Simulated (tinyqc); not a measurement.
Inside a calculation. Method: coherent transport through a tight-binding region between two chains. Computed by tinyqc, a small Python program that keeps every step. Settings: temperature = 4, mu = -0.29. Command: `OMP_NUM_THREADS=1 python tinyqc.py 22737 22738 out.jsonl` (the two numbers bound the seeds that draw the settings). One thread of a shared host (Intel(R) Xeon(R) Processor @ 2.60GHz), about 0.08 s of CPU time with the checks.

## Transmission at E = -0.95 eV

H of the central region (eV), lower triangle:
```
         1        2        3        4
1  -0.5600
2  -0.5800   0.8600
3   0.0000  -0.5800  -0.2600
4  -0.5800   0.0000  -0.5800  -0.2400
```

Leads: semi-infinite chains with site energy 0:
```
parameter                           value
lead hopping t (eV)              2.150000
coupling to the left lead (eV)   1.350000
coupling to the right lead (eV)  1.390000
left contact site                       1
right contact site                      2
```

E = -0.9500 eV

Surface Green function g = (E - i sqrt(4 t^2 - E^2)) / (2 t^2); self-energy tc^2 g on each contact site; G = (E - H - Sigma)^(-1); Gamma = -2 Im Sigma; T = Gamma_L Gamma_R |G_LR|^2; local density of states -Im G_ii / pi.

g = -0.1028-0.4536i 1/eV

G (1/eV), lower triangle:
```
                1                2                3                4
1  0.0630-0.1911i
2  0.4103+0.1070i  -0.2425-0.2590i
3  1.2388-0.1316i   0.2488-0.4602i  -1.2430-1.5230i
4  1.0635-0.2636i   0.5385-0.2885i  -0.0034-1.3516i  -0.5425-1.3195i
```

local density of states (1/eV): 0.0608  0.0824  0.4848  0.4200

transmission = 0.5212

## Transmission across the band

The same steps on a grid of energies.

T(E):
```
E (eV)          T
-4.085000  0.0010
-3.676500  0.0043
-3.268000  0.0110
-2.859500  0.0257
-2.451000  0.0605
-2.042500  0.1503
-1.634000  0.3730
-1.225500  0.6249
-0.817000  0.3639
-0.408500  0.0034
0.000000   0.0308
0.408500   0.8004
0.817000   0.5409
1.225500   0.4675
1.634000   0.3653
2.042500   0.2099
2.451000   0.0970
2.859500   0.0419
3.268000   0.0175
3.676500   0.0066
4.085000   0.0015
```

levels of the isolated region (eV): -1.3468  -0.4051  0.1897  1.3622

## Current

I = (2e/h) int T(E) [f(E - mu - V/2) - f(E - mu + V/2)] dE at 4 K with mu = -0.29 eV, the bias not changing H; 2e^2/h = 77.48092 microsiemens; the integral runs over the band on 4001 points.

Current:
```
V (volt)  I (microampere)
0.0100           1.01e-05
0.0500           8.87e-05
0.1000           4.78e-04
0.2000             0.0045
0.4000             0.0780
0.8000             2.2192
```
